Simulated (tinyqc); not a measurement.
Thin-film optics by transfer matrices, step by step. Values are carried at full precision from step to step, so a last printed digit may differ when a step is redone from the rounded ones.

Indices N = n + i k. Snell: N0 sin(theta) = N_j sin(theta_j), with Im(N_j cos theta_j) >= 0. Admittance y_j = N_j cos theta_j for s and N_j/cos theta_j for p. Phase delta_j = 2 pi N_j cos theta_j d_j/lambda. Layer matrix [[cos delta, -i sin delta/y], [-i y sin delta, cos delta]], multiplied from the top down to M. (B, C) = M (1, y_sub); r = (y0 B - C)/(y0 B + C), R = |r|^2, T = 4 Re y0 Re y_sub/|y0 B + C|^2, absorbed in the films 1 - R - T.

Parameters, chosen for this exercise (indices near those of resist, ARC on Si; shifted at random, so the results belong to these values and not to a real crystal): lam = 633 nm (vacuum wavelength); n0 = 1 (ambient index); n = (1.633, 1.656, 3.887) (n of resist, ARC, substrate); k = (0, 0.021, 0.021) (k in the same order); d = (108, 37.7) nm (thicknesses, top first); theta = 45 degrees (angle of incidence); pol = p (polarisation).

## Angles, admittances and phases

Form cos theta_j, y_j and delta_j.

cos theta_j: ambient 0.7071, film 1 0.9014, film 2 0.9043+0.0026i, substrate 0.9833+0.0002i

y_j: ambient 1.4142, film 1 1.8116, film 2 1.8313+0.0180i, substrate 3.9530+0.0206i

delta_j (rad): film 1 1.5780, film 2 0.5604+0.0087i

## Layer matrices and their product

Form each matrix and multiply from the top down.

matrix of film 1:
```
[[-0.0072, -0.5520i],
 [-1.8116i, -0.0072]]
```

matrix of film 2:
```
[[0.8471-0.0046i, 0.0012-0.2903i],
 [0.0231-0.9732i, 0.8471-0.0046i]]
```

M:
```
[[-0.5433-0.0127i, -0.0026-0.4655i],
 [-0.0085-1.5276i, -0.5319-0.0021i]]
```

Each matrix has determinant 1, and so has M.

## Reflection and transmission

Close the stack on the substrate.

B, C: [-0.5438-1.8528i, -2.1111-1.5468i]

r = 0.0237+0.3384i
R = 0.1151
T into the substrate = 0.8715
absorbed in the films = 0.0134

The bare substrate would reflect 0.2238.

## Ellipsometric angles

Ellipsometry: rho = tan(Psi) exp(i Delta) = -conj(r_p/r_s) with the r of the admittance formula, Delta in 0 to 360 degrees, so that a bare dielectric at small angles gives Delta = 180.

Repeat the steps for both polarisations.

r_s = -0.2251+0.3907i
r_p = 0.0237+0.3384i
Psi = 36.96 degrees
Delta = 213.95 degrees

## Checks

- R against the recursion of Airy sums from the substrate up: both 0.11511.

Program tinyqc; command `OMP_NUM_THREADS=1 python tinyqc.py 1680588 1680589 out.jsonl`; about 0.01 s on one thread of a shared Intel(R) Xeon(R) Processor @ 2.30GHz.
